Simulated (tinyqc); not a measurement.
Free and trapped electrons in a MOS channel with a dense trap tail: two steps of the calculation.

p-type body, charge-sheet picture, full ionisation (an idealisation for deep acceptors), Boltzmann statistics for free electrons. e = Ec - EF at the surface. Acceptor-like traps of density D(E) = D0 + De exp(-E/Ew) at depth E below Ec, from 0 to Eu, hold n_t = integral of D(E)/(1 + exp((e - E)/Vt)). psi = Eg - Vt ln(Nv/Na) - e; N_dep = sqrt(2 eps0 eps_r Na (psi - Vt)/q); n_f = sqrt(N_dep^2 + 2 eps0 eps_r Vt Nc exp(-e/Vt)/q) - N_dep; Vg = Vfb + psi + q (N_dep + n_t + n_f)/Cox, Cox = eps0 eox/tox.

Parameters, values chosen for the exercise; band and dielectric values close to those of 4H silicon carbide: temperature T = 300 K; band gap Eg = 3.21 eV; relative permittivity eps_r = 9.86; conduction-band density of states at T Nc = 1.7e19 cm^-3; valence-band density of states at T Nv = 2.55e19 cm^-3; relative permittivity of the insulator eox = 3.9; insulator thickness tox = 52 nm; acceptor density Na = 2e17 cm^-3; flat-band voltage without trapped charge Vfb = -2.31 V; constant background density of acceptor-like traps D0 = 1.9e11 cm^-2 eV^-1; density of the tail at the conduction edge De = 4.4e13 cm^-2 eV^-1; decay energy of the tail Ew = 0.09 eV; depth below Ec down to which the traps reach Eu = 0.83 eV; mobility of free electrons mf = 160 cm^2/(V s); Ec - EF at the surface e = 0.047 eV.

Constants: q = 1.602176634e-19 C, kB = 1.380649e-23 J/K, Vt = kB T/q, eps0 = 8.8541878128e-14 F/cm where lengths are in cm. Results are converted to the units shown.

Question 1. Trapped charge. Trapezoid rule on 13 equal steps from 0 to Eu, f = 1/(1 + exp((e - E)/Vt)).

Give: E; D(E) f; n_t.

Answer 1.

```
point   E (eV)  D(E) f (cm^-2 eV^-1)
0            0              6.172e12
1      0.06385              1.435e13
2       0.1277              1.038e13
3       0.1915              5.408e12
4       0.2554              2.766e12
5       0.3192              1.458e12
6       0.3831              8.136e11
7       0.4469              4.968e11
8       0.5108              3.409e11
9       0.5746              2.642e11
10      0.6385              2.265e11
11      0.7023              2.080e11
12      0.7662              1.988e11
13      0.8300              1.943e11
```

n_t = 2.560e12 cm^-2

Question 2. Charges and gate voltage. psi, N_dep, n_f and Vg as defined, with the n_t given; free share n_f/(n_f + n_t); apparent mobility mf n_f/(n_f + n_t); gate voltage spent on traps q n_t/Cox.

n_t = 2.5601163e12 cm^-2

Find: psi; N_dep; n_f; Vg; free share; apparent mobility; gate voltage spent on traps.

Answer 2.

psi = 3.0377 V
N_dep = 2.5621e12 cm^-2
n_f = 1.4749e11 cm^-2
Vg = 13.442 V
free share = 5.4473 %
apparent mobility = 8.7157 cm^2/(V s)
gate voltage spent on traps = 6.1768 V

Computed by the program tinyqc: `OMP_NUM_THREADS=1 python tinyqc.py 2222232 2222233 out.jsonl`, one thread of a shared Intel Xeon 2.30GHz, about 0.02 s for the whole run.
